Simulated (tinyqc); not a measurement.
# Worked calculation: MOSFET in the linear regime without short-channel effects, parameter extraction from computed curves

Numbers from tinyqc (`OMP_NUM_THREADS=1 python tinyqc.py 2210155 2210156 out.jsonl`; about 0.01 s on one thread of a shared Intel Xeon 2.30GHz). Printed values are rounded.

Inversion charge Q = Cox n Vt W0(exp((Vg - VT)/(n Vt))), W0 the Lambert function and n = nf; u = Q/Cox; mobility mu = mu0/(1 + th1 u + th2 u^2); channel resistance Rch = (L - dL)/(W mu Q); Id = Vd/(Rch + Rsd/W). Cox = eps0 eox/tox. Small Vd, no channel-length or drain effects.

Parameters, values chosen for the exercise; channel values of the order met in silicon transistors: temperature T = 300 K; relative permittivity of the gate insulator (close to silicon dioxide) eox = 3.9; insulator thickness tox = 1.5 nm; low-field mobility mu0 = 240 cm^2/(V s); first mobility attenuation factor th1 = 0.07 1/V; second mobility attenuation factor th2 = 0.16 1/V^2; threshold voltage VT = 0.55 V; body factor nf = 1.28; gate width W = 1 um; drawn gate length L = 0.41 um; drawn less effective length dL = 0.007 um; source plus drain resistance Rsd = 170 ohm um; drain voltage Vd = 0.05 V.

Constants: q = 1.602176634e-19 C, kB = 1.380649e-23 J/K, Vt = kB T/q, eps0 = 8.8541878128e-14 F/cm where lengths are in cm. Results are converted to the units shown.

## Transfer curve

Vg, point 0 to 8 (V): 0.39  0.47  0.55  0.63  0.71  0.79  0.87  0.95  1.03

u, mu, Rch and Id as defined.

```
point	u (V)	mu (cm^2/(V s))	Rch (ohm)	Id (uA)
0	2.60839e-4	239.996	2.79645e6	0.0178787
1	0.00271701	239.954	2.68512e5	0.186094
2	0.0187671	239.672	38919.7	1.27911
3	0.0601986	238.855	12174.8	4.05028
4	0.117943	237.510	6249.23	7.78909
5	0.183345	235.707	4050.80	11.8461
6	0.252725	233.483	2966.73	15.9402
7	0.324457	230.868	2337.02	19.9440
8	0.397720	227.888	1931.45	23.7931
```

## Threshold and mobility at the peak transconductance

gm_i = (Id_(i+1) - Id_(i-1))/(Vg_(i+1) - Vg_(i-1)); at the point j of largest gm the tangent meets the axis at V_ext = Vg_j - Id_j/gm_j; field-effect mobility gm_j L/(W Cox Vd) with the drawn L.

gm, point 1 to 7 (uS): 7.88269  24.1512  40.6874  48.7238  50.9441  50.6121  49.0807
j = 5
V_ext = 0.557469 V
field-effect mobility = 181.462 cm^2/(V s)

V_ext is 7.5 mV above the model VT, and the mobility so found is 26 % below mu0 L/(L - dL) = 244 cm^2/(V s), the value for the drawn L; attenuation, series resistance and the slow approach of Q to a straight line all lower the peak gm.

## The Y function

Y_i = Id_i/sqrt(gm_i). For Id = beta Vd x/(1 + th x), x = Vg - VT, Y = sqrt(beta Vd) x whatever th. Slope s from points 4 and 7; VT_Y = Vg - Y/s at point 7; beta = s^2/Vd; mobility beta L/(W Cox) with the drawn L; th* = (beta Vd x/Id - 1)/x at point 7.

Y, point 1 to 7 (uA^0.5 V^0.5): 0.0662818  0.260279  0.634973  1.11588  1.65969  2.24060  2.84680
s = 7.21219 uA^0.5 V^-0.5
VT_Y = 0.555279 V
beta = 1040.31 uA/V^2
mobility from Y = 185.279 cm^2/(V s)
th* = 0.0746467 1/V

The mobility from Y is 24 % below mu0 L/(L - dL) = 244 cm^2/(V s), which it should reach in deep inversion when th2 = 0. th* compares with th1 + mu0 Cox Rsd/(L - dL) = 0.303 1/V, since series resistance enters like th1. The match is poor here: at these overdrives Q is not yet a straight line in Vg and th2 bends Y.
